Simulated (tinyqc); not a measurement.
Rapid thermal processing of a wafer: radiative balance, ramp and cooling, pattern effects, pyrometer error and spike budget. From equivalent time, total back to ramp rate. Computed by tinyqc, a small Python program. Command: `OMP_NUM_THREADS=1 python tinyqc.py 3110594 3110595 out.jsonl rtp inv`. One thread of a shared host (Intel(R) Xeon(R) Processor @ 2.30GHz), about 0.2 s of CPU time with the checks.

The wafer is opaque and uniform through its thickness unless said otherwise; temperatures in formulas are in kelvin (C + 273.15). sigma = 5.670374419e-12 W/(cm^2 K^4).

Inputs (values chosen for the exercise, modelled on a hot silicon wafer):

| quantity | value | unit |
|---|---|---|
| wafer thickness d | 625 | micrometre |
| heat capacity per volume C | 2.26 | J/(cm^3 K) |
| thermal conductivity k | 0.29 | W/(cm K) |
| emissivity eps of each face | 0.71 | - |
| reflectivity of the chamber walls r | 0.51 | - |
| gas heat-transfer coefficient h, both faces together | 4.8 | mW/(cm^2 K) |
| wall temperature T_w | 300 | K |
| process temperature | 616 | C |
| starting temperature | 450 | C |
| activation energy of the process E_a | 2 | eV |

Constants: k_B = 8.617333262e-05 eV/K.

Method:
- Effective emissivity between parallel grey plates: eps_eff = 1/(1/eps + 1/(1 - r) - 1). Loss per area q(T) = 2 eps_eff sigma (T^4 - T_w^4) + h (T - T_w).
- Absorbed power during a ramp = q(T) + C d x ramp rate; thermal time constant tau = C d/(dq/dT), dq/dT = 8 eps_eff sigma T^3 + h; natural cooling rate q/(C d); front-to-back difference under one-sided heating at the end of the ramp = (absorbed power) d/(2 k).
- Cooling with the lamps off: C d dT/dt = -q(T), integrated adaptively (relative tolerance 1e-10).
- Spike anneal: linear ramp to the peak, then lamps off. Equivalent time at the peak = int exp(-(E_a/k_B)(1/T - 1/T_peak)) dt; estimate (k_B T^2/E_a)(1/ramp rate + 1/cooling rate). The ramp part uses 4000 trapezoid steps, the cooling part 4000 steps over 4 tau.
- Time within 50 K of the peak from the same curves.

Task: A run gave the result below. Find the ramp rate, known to lie between 17 and 58 K/s.

equivalent time, total = 1.89121 s

Result:

Each step takes the trial c = (a f_b - b f_a)/(f_b - f_a), f being the result less the target and a, b, c the logarithms of the listed values; c replaces end b, the old b replaces a if the sign of f changed, and otherwise f_a is halved.

Scan of the range:

| ramp rate (K/s) | equivalent time, total (s) |
|---|---|
| 17.0 | 2.73298 |
| 20.9 | 2.38544 |
| 25.6 | 2.10731 |
| 31.4 | 1.87886 |
| 38.5 | 1.69290 |
| 47.3 | 1.53990 |
| 58.0 | 1.41641 |

False position (Illinois rule, in the logarithm of the input) inside the bracket:

| step | end a | end b | trial | equivalent time, total (s) |
|---|---|---|---|---|
| 1 | 25.6000 | 31.4000 | 31.0552 | 1.89005 |
| 2 | 25.6000 | 31.0552 | 30.9917 | 1.89214 |
| 3 | 31.0552 | 30.9917 | 31.0200 | 1.89121 |
| 4 | 30.9917 | 31.0200 | 31.0200 | 1.89121 |

Equivalent time, total falls at every point of a 13-point scan of the range (every second point is shown), so one value fits; it is bracketed by 25.6 and 31.4. Answer: ramp rate = 31.02 K/s.
